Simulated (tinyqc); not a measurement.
Minimum-mode following (dimer method) and harmonic rate on a two-dimensional model surface: one step, computed by the program tinyqc.

V(x, y) = -A (cos kx + cos ky) - B cos kx cos ky + (C sin ky + S sin kx)(1 - cos kx), k = 2 pi/a; the atom hops from the minimum at (0, 0) to that at (a, 0).

Task: Harmonic rate. Vineyard prefactor nu* = nu1 nu2 (minimum)/nu2 (saddle); k = nu* exp(-E_b/(k_B T)).

Inputs (values chosen for the exercise, for a model surface): temperature T = 250 K.

Surface: adatom on a square lattice.

frequencies at the minimum (THz): [3.174506, 3.174506]

frequencies at the saddle (the first is imaginary) (THz): [2.894892, 2.565189]

barrier from the start = 0.6720406 eV

Constants: k_B = 8.617333262e-05 eV/K.

Give: prefactor nu*; rate k.

Result:

prefactor nu* = 3.929 THz

rate k = 0.1113 1/s

The stable mode of the saddle is softer than either mode of the minimum, which raises the prefactor above both frequencies.
